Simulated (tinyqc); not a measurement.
Worked calculation: UHF in the sto-6g basis, for H4, spin multiplicity 3. This run ends on a higher stationary point, not on the lowest solution. Computed by tinyqc, a small Python program that keeps every step (integrals from PySCF). Settings: charge = 0, multiplicity = 3, basis = sto-6g, energy threshold = 1e-08, iteration cap = 87, orthogonalisation = symmetric, start = highest core orbitals, DIIS depth = 3, DIIS from iteration = 3, method = UHF. Command: `OMP_NUM_THREADS=1 python tinyqc.py 30630 30631 out.jsonl` (the two numbers bound the seeds that draw the settings). One thread of a shared host (Intel(R) Xeon(R) Processor @ 2.60GHz), about 0.1 s of CPU time with the checks. Later iterations appear only in the table of the cycle.

## One-electron integrals

Geometry (angstrom):
```
atom         x         y         z
H     0.000000  0.000000  0.000000
H     0.000000  0.000000  1.520000
H     0.000000  1.716000  0.000000
H     0.000000  1.716000  1.520000
```

Basis sto-6g: exponents (1/bohr^2) and contraction coefficients of normalised primitives:
```
element  l (shell)   exponent  coefficient
H            s (1)  35.523221     0.009164
H            s (1)   6.513144     0.049361
H            s (1)   1.822143     0.168538
H            s (1)   0.625955     0.370563
H            s (1)   0.243077     0.416492
H            s (1)   0.100112     0.130334
```

Overlap, kinetic and nuclear-attraction integrals over the contracted functions; the nuclear repulsion is the sum of Za Zb / Rab.

nuclear repulsion = 1.77472394 hartree

overlap S:
```
          1H 1s     2H 1s     3H 1s     4H 1s
1H 1s  1.000000  0.249555  0.186712  0.074283
2H 1s  0.249555  1.000000  0.074283  0.186712
3H 1s  0.186712  0.074283  1.000000  0.249555
4H 1s  0.074283  0.186712  0.249555  1.000000
```

kinetic energy T (hartree):
```
           1H 1s      2H 1s      3H 1s      4H 1s
1H 1s   0.768522   0.007292  -0.005035  -0.011639
2H 1s   0.007292   0.768522  -0.011639  -0.005035
3H 1s  -0.005035  -0.011639   0.768522   0.007292
4H 1s  -0.011639  -0.005035   0.007292   0.768522
```

nuclear attraction V (hartree):
```
           1H 1s      2H 1s      3H 1s      4H 1s
1H 1s  -2.125114  -0.460422  -0.335213  -0.134040
2H 1s  -0.460422  -2.125114  -0.134040  -0.335213
3H 1s  -0.335213  -0.134040  -2.125114  -0.460422
4H 1s  -0.134040  -0.335213  -0.460422  -2.125114
```

core Hamiltonian H = T + V (hartree):
```
           1H 1s      2H 1s      3H 1s      4H 1s
1H 1s  -1.356592  -0.453129  -0.340248  -0.145678
2H 1s  -0.453129  -1.356592  -0.145678  -0.340248
3H 1s  -0.340248  -0.145678  -1.356592  -0.453129
4H 1s  -0.145678  -0.340248  -0.453129  -1.356592
```

## Two-electron integrals

Functions are numbered as in S; the eight-fold symmetry (ij|kl) = (ji|kl) = (kl|ij) leaves the list below.

Two-electron integrals (ij|kl) in chemists' order, unique and non-zero (hartree):
```
(11|11) 0.774999   (21|11) 0.132869   (21|21) 0.035150   (22|11) 0.341706
(22|21) 0.132869   (22|22) 0.774999   (31|11) 0.093935   (31|21) 0.018750
(31|22) 0.055253   (31|31) 0.018822   (32|11) 0.028849   (32|21) 0.008032
(32|22) 0.031995   (32|31) 0.006096   (32|32) 0.002642   (33|11) 0.305453
(33|21) 0.069117   (33|22) 0.230562   (33|31) 0.093935   (33|32) 0.031995
(33|33) 0.774999   (41|11) 0.031995   (41|21) 0.008032   (41|22) 0.028849
(41|31) 0.006096   (41|32) 0.002580   (41|33) 0.028849   (41|41) 0.002642
(42|11) 0.055253   (42|21) 0.018750   (42|22) 0.093935   (42|31) 0.011058
(42|32) 0.006096   (42|33) 0.055253   (42|41) 0.006096   (42|42) 0.018822
(43|11) 0.069117   (43|21) 0.018172   (43|22) 0.069117   (43|31) 0.018750
(43|32) 0.008032   (43|33) 0.132869   (43|41) 0.008032   (43|42) 0.018750
(43|43) 0.035150   (44|11) 0.230562   (44|21) 0.069117   (44|22) 0.305453
(44|31) 0.055253   (44|32) 0.028849   (44|33) 0.341706   (44|41) 0.031995
(44|42) 0.093935   (44|43) 0.132869   (44|44) 0.774999
```

## Orthogonalisation

S = U s U^T; symmetric (Loewdin) form X = U s^(-1/2) U^T, so that X^T S X = 1.

eigenvalues of S: 0.638017  0.862873  0.988560  1.510550

X:
```
           1H 1s      2H 1s      3H 1s      4H 1s
1H 1s   1.036971  -0.127266  -0.091885  -0.004180
2H 1s  -0.127266   1.036971  -0.004180  -0.091885
3H 1s  -0.091885  -0.004180   1.036971  -0.127266
4H 1s  -0.004180  -0.091885  -0.127266   1.036971
```

## Starting guess

The start is the highest orbitals of the core Hamiltonian (a deliberately bad start); D(s) = C_occ C_occ^T for each spin.

D(alpha) at the start:
```
           1H 1s      2H 1s      3H 1s      4H 1s
1H 1s   0.934462  -0.428676  -0.355003  -0.150783
2H 1s  -0.428676   0.934462  -0.150783  -0.355003
3H 1s  -0.355003  -0.150783   0.934462  -0.428676
4H 1s  -0.150783  -0.355003  -0.428676   0.934462
```

D(beta) at the start:
```
           1H 1s      2H 1s      3H 1s      4H 1s
1H 1s   0.391839  -0.391839  -0.391839   0.391839
2H 1s  -0.391839   0.391839   0.391839  -0.391839
3H 1s  -0.391839   0.391839   0.391839  -0.391839
4H 1s   0.391839  -0.391839  -0.391839   0.391839
```

## Iteration 1: building the Fock matrix

J_ij = sum D_kl (ij|kl) with D = D(alpha) + D(beta), K_ij = sum D_kl (ik|jl) for each spin; F = H + J - K(s); E = tr D H + tr D J / 2 - 0.5 sum_s tr D(s) K(s) + E_nn.

Coulomb J (hartree):
```
          1H 1s     2H 1s     3H 1s     4H 1s
1H 1s  1.667033  0.400017  0.295441  0.119342
2H 1s  0.400017  1.667033  0.119342  0.295441
3H 1s  0.295441  0.119342  1.667033  0.400017
4H 1s  0.119342  0.295441  0.400017  1.667033
```

exchange K(alpha) (hartree):
```
           1H 1s      2H 1s      3H 1s      4H 1s
1H 1s   0.570269   0.039439   0.004591  -0.052390
2H 1s   0.039439   0.570269  -0.052390   0.004591
3H 1s   0.004591  -0.052390   0.570269   0.039439
4H 1s  -0.052390   0.004591   0.039439   0.570269
```

exchange K(beta) (hartree):
```
           1H 1s      2H 1s      3H 1s      4H 1s
1H 1s   0.176814  -0.031815  -0.033646   0.034063
2H 1s  -0.031815   0.176814   0.034063  -0.033646
3H 1s  -0.033646   0.034063   0.176814  -0.031815
4H 1s   0.034063  -0.033646  -0.031815   0.176814
```

F(alpha) (hartree):
```
           1H 1s      2H 1s      3H 1s      4H 1s
1H 1s  -0.259828  -0.092551  -0.049398   0.026053
2H 1s  -0.092551  -0.259828   0.026053  -0.049398
3H 1s  -0.049398   0.026053  -0.259828  -0.092551
4H 1s   0.026053  -0.049398  -0.092551  -0.259828
```

F(beta) (hartree):
```
           1H 1s      2H 1s      3H 1s      4H 1s
1H 1s   0.133627  -0.021298  -0.011161  -0.060399
2H 1s  -0.021298   0.133627  -0.060399  -0.011161
3H 1s  -0.011161  -0.060399   0.133627  -0.021298
4H 1s  -0.060399  -0.011161  -0.021298   0.133627
```

total energy of this density = -0.93839634 hartree

## Iteration 1: diagonalisation and new density

Diagonalise F' = X^T F X, C = X C', fill 3 alpha and 1 beta electrons from the bottom; D(s) = C_occ C_occ^T. Each column has its largest component positive (the first on a tie).

F' = X^T F X (alpha) (hartree):
```
           1          2          3          4
1  -0.251700  -0.039087  -0.013317   0.055372
2  -0.039087  -0.251700   0.055372  -0.013317
3  -0.013317   0.055372  -0.251700  -0.039087
4   0.055372  -0.013317  -0.039087  -0.251700
```

orbital energies (alpha) (hartree): MO1 -0.332842, MO2 -0.281302, MO3 -0.248733, MO4 -0.143924

coefficients C (alpha):
```
             MO1        MO2       MO3        MO4
1H 1s   0.502885   0.538265  0.406820   0.625971
2H 1s   0.502885  -0.538265  0.406820  -0.625971
3H 1s  -0.502885   0.538265  0.406820  -0.625971
4H 1s  -0.502885  -0.538265  0.406820   0.625971
```

F' = X^T F X (beta) (hartree):
```
           1          2          3          4
1   0.153816  -0.047312  -0.022017  -0.057497
2  -0.047312   0.153816  -0.057497  -0.022017
3  -0.022017  -0.057497   0.153816  -0.047312
4  -0.057497  -0.022017  -0.047312   0.153816
```

orbital energies (beta) (hartree): MO1 0.026989, MO2 0.165648, MO3 0.186017, MO4 0.236608

coefficients C (beta):
```
            MO1        MO2        MO3        MO4
1H 1s  0.406820   0.625971   0.502885   0.538265
2H 1s  0.406820  -0.625971   0.502885  -0.538265
3H 1s  0.406820  -0.625971  -0.502885   0.538265
4H 1s  0.406820   0.625971  -0.502885  -0.538265
```

D(alpha) after iteration 1:
```
           1H 1s      2H 1s      3H 1s      4H 1s
1H 1s   0.708125   0.128666   0.202339  -0.377120
2H 1s   0.128666   0.708125  -0.377120   0.202339
3H 1s   0.202339  -0.377120   0.708125   0.128666
4H 1s  -0.377120   0.202339   0.128666   0.708125
```

D(beta) after iteration 1:
```
          1H 1s     2H 1s     3H 1s     4H 1s
1H 1s  0.165503  0.165503  0.165503  0.165503
2H 1s  0.165503  0.165503  0.165503  0.165503
3H 1s  0.165503  0.165503  0.165503  0.165503
4H 1s  0.165503  0.165503  0.165503  0.165503
```

## Iteration 2: building the Fock matrix

As before.

Coulomb J (hartree):
```
          1H 1s     2H 1s     3H 1s     4H 1s
1H 1s  1.646702  0.405083  0.299556  0.122519
2H 1s  0.405083  1.646702  0.122519  0.299556
3H 1s  0.299556  0.122519  1.646702  0.405083
4H 1s  0.122519  0.299556  0.405083  1.646702
```

exchange K(alpha) (hartree):
```
          1H 1s     2H 1s     3H 1s     4H 1s
1H 1s  0.627635  0.218582  0.169743  0.019622
2H 1s  0.218582  0.627635  0.019622  0.169743
3H 1s  0.169743  0.019622  0.627635  0.218582
4H 1s  0.019622  0.169743  0.218582  0.627635
```

exchange K(beta) (hartree):
```
          1H 1s     2H 1s     3H 1s     4H 1s
1H 1s  0.234181  0.147329  0.131506  0.106074
2H 1s  0.147329  0.234181  0.106074  0.131506
3H 1s  0.131506  0.106074  0.234181  0.147329
4H 1s  0.106074  0.131506  0.147329  0.234181
```

F(alpha) (hartree):
```
           1H 1s      2H 1s      3H 1s      4H 1s
1H 1s  -0.337525  -0.266629  -0.210435  -0.042781
2H 1s  -0.266629  -0.337525  -0.042781  -0.210435
3H 1s  -0.210435  -0.042781  -0.337525  -0.266629
4H 1s  -0.042781  -0.210435  -0.266629  -0.337525
```

F(beta) (hartree):
```
           1H 1s      2H 1s      3H 1s      4H 1s
1H 1s   0.055930  -0.195375  -0.172198  -0.129234
2H 1s  -0.195375   0.055930  -0.129234  -0.172198
3H 1s  -0.172198  -0.129234   0.055930  -0.195375
4H 1s  -0.129234  -0.172198  -0.195375   0.055930
```

total energy of this density = -1.79629726 hartree

## Iteration 2: diagonalisation and new density

As before.

F' = X^T F X (alpha) (hartree):
```
           1          2          3          4
1  -0.261848  -0.199445  -0.160176   0.053881
2  -0.199445  -0.261848   0.053881  -0.160176
3  -0.160176   0.053881  -0.261848  -0.199445
4   0.053881  -0.160176  -0.199445  -0.261848
```

orbital energies (alpha) (hartree): MO1 -0.567588, MO2 -0.354999, MO3 -0.276460, MO4 0.151655

coefficients C (alpha):
```
            MO1        MO2        MO3        MO4
1H 1s  0.406820   0.502885   0.538265   0.625971
2H 1s  0.406820   0.502885  -0.538265  -0.625971
3H 1s  0.406820  -0.502885   0.538265  -0.625971
4H 1s  0.406820  -0.502885  -0.538265   0.625971
```

F' = X^T F X (beta) (hartree):
```
           1          2          3          4
1   0.143668  -0.207670  -0.168876  -0.058987
2  -0.207670   0.143668  -0.058987  -0.168876
3  -0.168876  -0.058987   0.143668  -0.207670
4  -0.058987  -0.168876  -0.207670   0.143668
```

orbital energies (beta) (hartree): MO1 -0.291865, MO2 0.163861, MO3 0.241449, MO4 0.461226

coefficients C (beta):
```
            MO1        MO2        MO3        MO4
1H 1s  0.406820   0.502885   0.538265   0.625971
2H 1s  0.406820   0.502885  -0.538265  -0.625971
3H 1s  0.406820  -0.502885   0.538265  -0.625971
4H 1s  0.406820  -0.502885  -0.538265   0.625971
```

D(alpha) after iteration 2:
```
           1H 1s      2H 1s      3H 1s      4H 1s
1H 1s   0.708125   0.128666   0.202339  -0.377120
2H 1s   0.128666   0.708125  -0.377120   0.202339
3H 1s   0.202339  -0.377120   0.708125   0.128666
4H 1s  -0.377120   0.202339   0.128666   0.708125
```

D(beta) after iteration 2:
```
          1H 1s     2H 1s     3H 1s     4H 1s
1H 1s  0.165503  0.165503  0.165503  0.165503
2H 1s  0.165503  0.165503  0.165503  0.165503
3H 1s  0.165503  0.165503  0.165503  0.165503
4H 1s  0.165503  0.165503  0.165503  0.165503
```

## Iteration 3 (converged): orbitals

converged F(alpha) (hartree):
```
           1H 1s      2H 1s      3H 1s      4H 1s
1H 1s  -0.337525  -0.266629  -0.210435  -0.042781
2H 1s  -0.266629  -0.337525  -0.042781  -0.210435
3H 1s  -0.210435  -0.042781  -0.337525  -0.266629
4H 1s  -0.042781  -0.210435  -0.266629  -0.337525
```

converged F(beta) (hartree):
```
           1H 1s      2H 1s      3H 1s      4H 1s
1H 1s   0.055930  -0.195375  -0.172198  -0.129234
2H 1s  -0.195375   0.055930  -0.129234  -0.172198
3H 1s  -0.172198  -0.129234   0.055930  -0.195375
4H 1s  -0.129234  -0.172198  -0.195375   0.055930
```

As before.

F' = X^T F X (alpha) (hartree):
```
           1          2          3          4
1  -0.261848  -0.199445  -0.160176   0.053881
2  -0.199445  -0.261848   0.053881  -0.160176
3  -0.160176   0.053881  -0.261848  -0.199445
4   0.053881  -0.160176  -0.199445  -0.261848
```

orbital energies (alpha) (hartree): MO1 -0.567588, MO2 -0.354999, MO3 -0.276460, MO4 0.151655

coefficients C (alpha):
```
            MO1        MO2        MO3        MO4
1H 1s  0.406820   0.502885   0.538265   0.625971
2H 1s  0.406820   0.502885  -0.538265  -0.625971
3H 1s  0.406820  -0.502885   0.538265  -0.625971
4H 1s  0.406820  -0.502885  -0.538265   0.625971
```

F' = X^T F X (beta) (hartree):
```
           1          2          3          4
1   0.143668  -0.207670  -0.168876  -0.058987
2  -0.207670   0.143668  -0.058987  -0.168876
3  -0.168876  -0.058987   0.143668  -0.207670
4  -0.058987  -0.168876  -0.207670   0.143668
```

orbital energies (beta) (hartree): MO1 -0.291865, MO2 0.163861, MO3 0.241449, MO4 0.461226

coefficients C (beta):
```
            MO1        MO2        MO3        MO4
1H 1s  0.406820   0.502885   0.538265   0.625971
2H 1s  0.406820   0.502885  -0.538265  -0.625971
3H 1s  0.406820  -0.502885   0.538265  -0.625971
4H 1s  0.406820  -0.502885  -0.538265   0.625971
```

D(alpha) after iteration 3:
```
           1H 1s      2H 1s      3H 1s      4H 1s
1H 1s   0.708125   0.128666   0.202339  -0.377120
2H 1s   0.128666   0.708125  -0.377120   0.202339
3H 1s   0.202339  -0.377120   0.708125   0.128666
4H 1s  -0.377120   0.202339   0.128666   0.708125
```

D(beta) after iteration 3:
```
          1H 1s     2H 1s     3H 1s     4H 1s
1H 1s  0.165503  0.165503  0.165503  0.165503
2H 1s  0.165503  0.165503  0.165503  0.165503
3H 1s  0.165503  0.165503  0.165503  0.165503
4H 1s  0.165503  0.165503  0.165503  0.165503
```

## Convergence

Stop when the energy changes by less than 1e-08 hartree and every element of the error matrix X^T (F D S - S D F) X (for each spin) is below 3e-05.

Course of the cycle:
```
iteration  E (hartree)     change  largest element of the error matrix
1          -0.93839634          -                             5.41e-16
2          -1.79629726  -8.58e-01                             2.31e-15
3          -1.79629726   0.000000                             6.03e-16
```

PySCF UHF in the same basis, after a stability check = -1.86003817 hartree

Converged in 3 iterations. But the solution lies 0.06374 hartree above the reference: it is another stationary point, not the lowest one. Reruns (cap 100 unless said): DIIS 8: converged in 3 to a higher stationary point; damping 0.5: converged in 29 to a higher stationary point; level shift 0.5: converged in 2 to a higher stationary point; atomic densities as start, DIIS 8: converged in 3 to a higher stationary point.

## Populations, bond orders and dipole

Mulliken: Z minus the diagonal of D S on the atom; Loewdin: the same with S^(1/2) D S^(1/2); Mayer order: 2 sum_s sum (D(s) S)_ij (D(s) S)_ji over the two atoms.

Charges (e):
```
atom  Mulliken  Loewdin  Mulliken spin
1H           0        0       0.500000
2H           0        0       0.500000
3H           0        0       0.500000
4H           0        0       0.500000
```

Mayer bond orders:
```
pair     order
2-1   0.250000
3-1   0.250000
3-2   0.250000
4-1   0.250000
4-2   0.250000
4-3   0.250000
```

dipole moment about the origin, x y z (debye): 0.000000  0.000000  0.000000

<S^2> of the determinant (pure state: 2) = 2.000000
